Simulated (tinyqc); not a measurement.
Comparisons within one model: shallow acceptor in the spherical four-band model. A value that a table varies takes the place of the one given here.

The ground state 1S3/2 has an L = 0 part f(r) and an L = 2 part g(r). In units of Ry* and a*, with Gaussians f_i = exp(-a_i r^2), g_i = r^2 exp(-a_i r^2), A = a_i + a_j and I(n) = Gamma((n + 1)/2)/(2 A^((n + 1)/2)): S_ff = I(2), S_gg = I(6), H_ff = (6 a_i a_j/A) I(2) - 2 I(1), H_gg = (14 a_i a_j/A) I(6) - 2 I(5), H_fg = -mu [15 I(2) - 20 a_j I(4) + 4 a_j^2 I(6)]; each function is then normalised. The split-off band is left out.

Converged values use 22 exponents 2.2^i, i = -7 to 14, for f and for g.

Units Ry* = Ry/(g1 eps^2) and a* = a0 eps g1; mu = (6 g3 + 4 g2)/(5 g1) is the spherical heavy-light coupling and delta = (g3 - g2)/g1 the cubic term, which is left out.

Constants: Ry = 13.60569312 eV; a0 (Bohr radius) = 0.5291772105 angstrom.

Inputs chosen for the exercise (near those of a shallow acceptor in Ge; not measured data): mus = (0.1, 0.36, 0.51, 0.59, 0.72, 0.83, 0.88) (couplings); rc = 1.7 angstrom (radius of the central cell); Vs = (3, 1, 0, -1, -2, -3, -4) eV (central-cell strengths); g1 = 13.39 (Luttinger gamma1); g2 = 4.25 (gamma2); g3 = 5.7 (gamma3); eps = 16 (dielectric constant).

## Strength of the heavy-light coupling

Ry* = 3.9692 meV

Converged values in Ry* and a*; the heavy-mass hydrogen model gives 1/(1 - mu).

Results:

| mu | binding (Ry*) | 1/(1 - mu) | ratio | L = 2 weight | <r> (a*) | binding (meV) |
|---|---|---|---|---|---|---|
| 0.10 | 1.009 | 1.111 | 0.908 | 0.004 | 1.489 | 4.0 |
| 0.36 | 1.134 | 1.562 | 0.725 | 0.056 | 1.349 | 4.5 |
| 0.51 | 1.315 | 2.041 | 0.644 | 0.114 | 1.187 | 5.2 |
| 0.59 | 1.478 | 2.439 | 0.606 | 0.155 | 1.072 | 5.9 |
| 0.72 | 1.960 | 3.571 | 0.549 | 0.237 | 0.832 | 7.8 |
| 0.83 | 2.966 | 5.882 | 0.504 | 0.324 | 0.568 | 11.8 |
| 0.88 | 4.038 | 8.333 | 0.485 | 0.369 | 0.425 | 16.0 |

What can be read from the table?

The binding starts as 1 + O(mu^2), 1.009 at mu = 0.10, since the coupling enters in second order, and reaches 4.04 at mu = 0.88. The ratio to the heavy-mass model falls from 0.91 to 0.48, towards about 0.44 as mu goes to 1: the bound hole is only partly heavy. The L = 2 weight grows to 0.37 and the radius shrinks by a factor 3.5.

## Central-cell correction

mu = 0.76475
a* = 113.371 angstrom

A short-range term V exp(-r^2/rc^2) is added (negative: attracts the hole); its elements are V S (A/(A + 1/rc^2))^(3/2) for f and ^(7/2) for g, in the same units.

Results:

| V (eV) | 1S binding (meV) | 2S binding (meV) | <r> (angstrom) | L = 2 weight |
|---|---|---|---|---|
| 3.0 | 8.8 | 2.63 | 84.8 | 0.269 |
| 1.0 | 8.9 | 2.65 | 83.7 | 0.270 |
| 0.0 | 8.9 | 2.66 | 83.0 | 0.270 |
| -1.0 | 9.0 | 2.67 | 82.3 | 0.271 |
| -2.0 | 9.1 | 2.68 | 81.5 | 0.271 |
| -3.0 | 9.2 | 2.69 | 80.6 | 0.271 |
| -4.0 | 9.4 | 2.71 | 79.5 | 0.272 |

How do the results move?

From V = 0 to -4 eV the 1S binding grows by 0.4 meV (5 %) and the 2S binding by 0.05 meV, so the chemical shift sits mainly in the ground state. A repulsion of 3 eV removes 0.2 meV. The slope is 0.13 meV per eV over the last step against 0.06 on the repulsive side, since attraction pulls the state into the cell; over this range the level stays shallow.

## What each parameter does

Converged values. Each row changes one parameter from the base and keeps the others.

Results:

| case | mu | Ry* (meV) | binding (meV) | <r> (angstrom) |
|---|---|---|---|---|
| base | 0.765 | 3.97 | 8.95 | 83.0 |
| g1 = 14.46 | 0.708 | 3.68 | 6.97 | 104.9 |
| g2 = 3.61 | 0.727 | 3.97 | 7.92 | 92.8 |
| g3 = 5.24 | 0.724 | 3.97 | 7.86 | 93.5 |
| eps = 17.3 | 0.765 | 3.40 | 7.65 | 89.8 |

How do the results move?

The largest shifts from the base row, up to three for each result and ties (the steps differ in size, so this ranks the rows, not the parameters). mu: g1 -0.057, g3 -0.041, g2 -0.038; unchanged at the printed digits by eps. Ry* (meV): eps -0.57, g1 -0.29; unchanged at the printed digits by g2 and g3. binding (meV): g1 -1.97, eps -1.29, g3 -1.09. <r> (angstrom): g1 +21.9, g3 +10.5, g2 +9.7. g1 acts twice: it lowers Ry* and it lowers mu.

(tinyqc, `OMP_NUM_THREADS=1 python tinyqc.py 1250697 1250698 out.jsonl`, Intel(R) Xeon(R) Processor @ 2.30GHz, 1 thread, shared host, about 0.06 s.)
